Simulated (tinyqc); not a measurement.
Elastic strain and critical thickness of a cubic alloy layer A(1-x)B(x) on a thick substrate: one step, computed by the program tinyqc. Command: `OMP_NUM_THREADS=1 python tinyqc.py 3017885 3017886 out.jsonl misfit walk`. One thread of a shared host (Intel(R) Xeon(R) Processor @ 2.30GHz), about 0.01 s of CPU time with the checks.

Strain is positive in tension. The layer is coherent with the substrate unless said otherwise.

Problem. Wafer curvature of the coherent layer. Stoney: curvature = 6 |stress| h/(M_S t_S^2); radius = 1/curvature; bow = curvature W^2/8.

Inputs (values chosen for the exercise, for a model alloy): layer thickness h = 11 nm; biaxial modulus of the substrate M_S = 121 GPa; substrate thickness t_S = 775 micrometre; wafer diameter W = 150 mm.

in-plane stress = 3.457696 GPa

Give: curvature; radius of curvature; bow.

Solution.

curvature = 0.0031401 1/m

radius of curvature = 318.46 m

bow = 8.8315 micrometre

Caution: above about 2 % misfit, linear elasticity is rough and compressed layers tend to form islands before dislocations. Caution: the curvature assumes a coherent layer, but h exceeds h_c.
